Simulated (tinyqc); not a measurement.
Changing the offset spacer: two-dimensional dopant profile at a mask edge: lateral junction, overlap and effective channel length. Computed by tinyqc, a small Python program. Command: `OMP_NUM_THREADS=1 python tinyqc.py 3024958 3024959 out.jsonl lateral sweep`. One thread of a shared host (Intel(R) Xeon(R) Processor @ 2.30GHz), about 0.01 s of CPU time with the checks.

Ions enter for y < 0; the mask (spacer, then gate) covers y > 0. x is the depth. The surface reflects dopant during the anneal.

Inputs (values chosen for the exercise, modelled on a source-drain extension in silicon):
```
quantity               value    unit
dose Q                 3e+14  1/cm^2
projected range R_p      8.6      nm
vertical straggle        3.9      nm
lateral straggle         3.4      nm
anneal budget D t    3.4e-13    cm^2
channel doping C_B   2.6e+18  1/cm^3
gate length L_g           59      nm
oxide thickness            2      nm
```

Constants: eps_0 = 8.8541878128e-12 F/m.

Method:
- Widths s_x^2 = (vertical straggle)^2 + 2 D t, s_y^2 = (lateral straggle)^2 + 2 D t. C(x, y) = V(x) (1/2) erfc(y/(sqrt2 s_y)), V(x) = Q/(sqrt(2 pi) s_x) [exp(-(x - R_p)^2/(2 s_x^2)) + exp(-(x + R_p)^2/(2 s_x^2))]; 1 nm = 1e-7 cm.
- The vertical junction far from the mask solves V(x) = C_B.
- The lateral junction at depth x solves C = C_B: y_j(x) = sqrt2 s_y erfc^-1(2 C_B/V(x)). Overlap under the gate = y_j(0) - spacer; metallurgical channel L_met = L_g - 2 overlap (tails from the two sides are not added).
- Abruptness at y_j(0) in nm per decade = ln(10) s_y sqrt(pi/2) exp(u^2) erfc(u), u = y_j/(sqrt2 s_y). Overlap capacitance per width = 3.9 eps_0 overlap/t_ox (zero if there is no overlap).

One run for each value:
```
offset spacer (nm)  overlap (nm)  metallurgical channel L_met (nm)  overlap capacitance (fF/um)
0.0                       19.251                            20.498                      0.33238
3.1                       16.151                            26.698                      0.27886
6.1                       13.151                            32.698                      0.22706
9.2                       10.051                            38.898                      0.17354
12.0                       7.251                            44.498                      0.12520
15.0                       4.251                            50.498                      0.07340
22.0                      -2.749                            64.498                      0.00000
```

Give the missing row, offset spacer (nm) = 18.0.

Computed row:
```
offset spacer (nm)  overlap (nm)  metallurgical channel L_met (nm)  overlap capacitance (fF/um)
18.0                       1.251                            56.498                      0.02160
```

Interpolating between the two neighbouring rows (linearly) misses most in overlap capacitance (fF/um), by 94 %. Over the rows, overlap (nm) falls from 19.3 to -2.75; metallurgical channel L_met (nm) rises from 20.5 to 64.5; overlap capacitance (fF/um) falls from 0.332 to 0. The spacer shifts the whole profile, trading overlap capacitance against channel length (and, outside this model, series resistance); a negative overlap is an underlap.
